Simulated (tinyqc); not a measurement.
Dielectric confinement in a thin film (image charges): sweeps and comparisons. A value that a table varies takes the place of the one given here.

A film |z| < t/2 of dielectric constant eps between half-spaces of dielectric constant e2; lam = (eps - e2)/(eps + e2), q = e^2/(4 pi eps0). The self-energy of a band edge is taken with the high-frequency value, e2 = eh, and the field of a fixed ion with the static one, e2 = eo. A charge at z has images lam^|n| at n t + (-1)^n z. Its self-energy is S(z) = (q/2 eps) sum over n >= 1 of lam^n [1/(n t - 2z) + 1/(n t + 2z)] for odd n and 2 lam^n/(n t) for even n; at the centre S(0) = -(q/(eps t)) ln(1 - lam).

Donor at the centre, lam from the static eo, trial function cos(pi z/t) exp(-rho/l): E(l) = c/(m l^2) - (q/eps) times the integral over k of F(k t) (1 + (k l/2)^2)^(-3/2), with F(x) = F0 + 2 lam exp(-x) G/(1 - lam exp(-x)), F0 = 2[(1 - exp(-x/2))/x + x (1 + exp(-x/2))/(x^2 + 4 pi^2)], G = 2 sinh(x/2)[1/x - x/(x^2 + 4 pi^2)]; c = hbar^2/2m0. The binding energy is -E at the minimum, counted from the subband edge with its self-energy.

Constants: e^2/(4 pi eps0) = 14.39964547 eV angstrom; hbar^2/2m0 = 3.80998211 eV angstrom^2; Ry = 13.60569312 eV.

Values chosen for the exercise (near those of a Ge film between layers of HfO2; shifted at random, so the results belong to these values and not to a real crystal): eps = 15.6 (dielectric constant of the film); eh = 3.9 (high-frequency dielectric constant outside); eo = 21.7 (static dielectric constant outside); m = 0.149 m0 (mass in the plane); mz = 0.125 m0 (mass across the film); ts = (10, 15, 22, 32, 48, 70, 100) angstrom (thicknesses); t = 24 angstrom (film thickness).

## Thinning the film

<S> is the mean over (2/t) cos^2(pi z/t); confinement c (pi/t)^2/mz; donor binding with and without images.

Results:

| t (angstrom) | <S> (meV) | confinement (meV) | binding, no images (meV) | binding (meV) | l (angstrom) |
|---|---|---|---|---|---|
| 10 | 96.8 | 3008.2 | 28.3 | 18.0 | 37.8 |
| 15 | 64.5 | 1337.0 | 26.6 | 17.8 | 38.5 |
| 22 | 44.0 | 621.5 | 24.7 | 17.5 | 39.8 |
| 32 | 30.3 | 293.8 | 22.6 | 16.8 | 41.8 |
| 48 | 20.2 | 130.6 | 20.2 | 15.7 | 45.0 |
| 70 | 13.8 | 61.4 | 17.7 | 14.4 | 49.0 |
| 100 | 9.7 | 30.1 | 15.5 | 13.0 | 54.0 |

Between 100 and 10 angstrom the binding goes from 13.0 to 18.0 meV; quantum confinement alone would take it from 15.5 to 28.3, so the images supply -2.5 and -10.4 meV. |<S>| goes as 1/t and exceeds the confinement energy beyond 311 angstrom. Hard-wall energies above 300 meV (up to t = 22 angstrom) overstate the confinement: walls are finite and valleys non-parabolic.

## Choice of the surrounding dielectric

The same film between different dielectrics; in this table one value e2 serves for both eo and eh.

Results:

| case | lam | <S> (meV) | binding (meV) | l (angstrom) |
|---|---|---|---|---|
| e2 = 1 | 0.880 | 89.0 | 158.4 | 25.8 |
| e2 = 2.5 | 0.724 | 55.7 | 100.4 | 27.3 |
| e2 = 3.9 | 0.600 | 40.3 | 76.2 | 28.6 |
| e2 = 7.5 | 0.351 | 19.6 | 47.0 | 31.5 |
| e2 = 16 | -0.013 | -0.6 | 23.7 | 37.1 |
| e2 = 25 | -0.232 | -10.0 | 14.9 | 41.9 |
| e2 = 80 | -0.674 | -25.5 | 3.9 | 60.8 |

The binding spans a factor 40.6, from 158 meV in vacuum to 3.9 meV for e2 = 80; going from 3.9 to 25 changes it by -61.3 meV and the band edge by -50.3 meV, so the binding responds 1.22 times as much as the edge (for an orbit much smaller than t the binding would change by twice the change of S(0), -86.5 meV; here l/t = 1.19 for e2 = 3.9).

## What each parameter does

<S> is the mean over (2/t) cos^2(pi z/t). Each row changes one parameter from the base and keeps the others.

Results:

| case | lam from eh | <S> (meV) | binding (meV) | l (angstrom) |
|---|---|---|---|---|
| base | 0.600 | 40.3 | 17.3 | 40.2 |
| t = 18 angstrom | 0.600 | 53.8 | 17.7 | 39.1 |
| eps = 14 | 0.564 | 40.9 | 19.1 | 37.6 |
| eo = 30.4 | 0.600 | 40.3 | 12.0 | 44.4 |
| eh = 5.1 | 0.507 | 31.5 | 17.3 | 40.2 |
| m = 0.179 m0 | 0.600 | 40.3 | 20.4 | 34.3 |

The largest shifts from the base row, up to three for each result and ties (the steps differ in size, so this ranks the rows, not the parameters). lam from eh: eh -0.093, eps -0.036; unchanged at the printed digits by t, eo and m. <S> (meV): t +13.4, eh -8.8, eps +0.6; unchanged at the printed digits by eo and m. binding (meV): eo -5.3, m +3.1, eps +1.8; unchanged at the printed digits by eh. l (angstrom): m -5.9, eo +4.1, eps -2.6; unchanged at the printed digits by eh.

Computed by tinyqc, a small Python program: `OMP_NUM_THREADS=1 python tinyqc.py 1251167 1251168 out.jsonl` (the numbers bound the seed that draws the inputs); one thread of a shared host (Intel(R) Xeon(R) Processor @ 2.30GHz), about 0.07 s for the whole set of steps.
